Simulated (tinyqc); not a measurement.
What the excited states change: donors with valley-orbit split 1s states.

Each donor binds at most one electron, in any of its states. For a site s, W_s = sum over its states of g exp(E/kT), and the ionised share is 1/(1 + W_s exp(eta)), eta = (EF - Ec)/kT; n = Nc F_1/2(eta); neutrality n + NA = ND x (mean ionised share); holes are neglected. Nc from N = 2 (m kB T/(4 pi c))^(3/2) with c = hbar^2/2m0, in 1/angstrom^3; times 1e24 for 1/cm^3, m = md. F_j(eta) = (1/Gamma(j + 1)) integral_0^infinity x^j dx/(1 + exp(x - eta)), which tends to exp(eta) for eta << 0.

Constants: hbar^2/2m0 = 3.80998211 eV angstrom^2; kB = 8.617333262e-05 eV/K.

Parameters, chosen for this exercise (near those of As in Si; shifted at random, so the results belong to these values and not to a real crystal):

| symbol | value | unit | meaning |
|---|---|---|---|
| md | 1.049 | m0 | density-of-states mass of the conduction band |
| E | (52, 31.5, 28.7) | meV | binding energies of 1s(A1), 1s(T2), 1s(E) |
| g | (2, 6, 4) |  | their degeneracies with spin |
| ND | 2.3e+16 | 1/cm^3 | donors |
| NA | 0 | 1/cm^3 | compensating acceptors, all ionised |

The last columns keep only the ground state of each site (g = 2).

Results:

| T (K) | effective degeneracy | eta | n (1/cm^3) | n, ground states only | ratio |
|---|---|---|---|---|---|
| 40 | 2.02 | -9.92 | 6.47e+13 | 6.50e+13 | 0.995 |
| 60 | 2.16 | -7.76 | 1.03e+15 | 1.06e+15 | 0.964 |
| 80 | 2.44 | -6.85 | 3.92e+15 | 4.29e+15 | 0.914 |
| 110 | 3.03 | -6.37 | 1.02e+16 | 1.18e+16 | 0.867 |
| 150 | 3.89 | -6.35 | 1.67e+16 | 1.88e+16 | 0.885 |
| 200 | 4.86 | -6.59 | 2.02e+16 | 2.17e+16 | 0.933 |
| 250 | 5.67 | -6.86 | 2.16e+16 | 2.25e+16 | 0.960 |
| 300 | 6.34 | -7.10 | 2.21e+16 | 2.27e+16 | 0.975 |
| 400 | 7.34 | -7.52 | 2.26e+16 | 2.29e+16 | 0.987 |
| 500 | 8.06 | -7.84 | 2.28e+16 | 2.29e+16 | 0.992 |

The effective degeneracy grows from 2.02 to 8.06. Excited states hold electrons back, so the ratio is never above 1; it is lowest, 0.867, at 110 K of those listed, and 0.975 at 300 K. At low T the excited states empty out, and at high T more donors are ionised (n is 99 % of ND - NA in the last row), so the effect is largest in between.

Program tinyqc; command `OMP_NUM_THREADS=1 python tinyqc.py 1652751 1652752 out.jsonl`; about 0.01 s on one thread of a shared Intel(R) Xeon(R) Processor @ 2.30GHz.
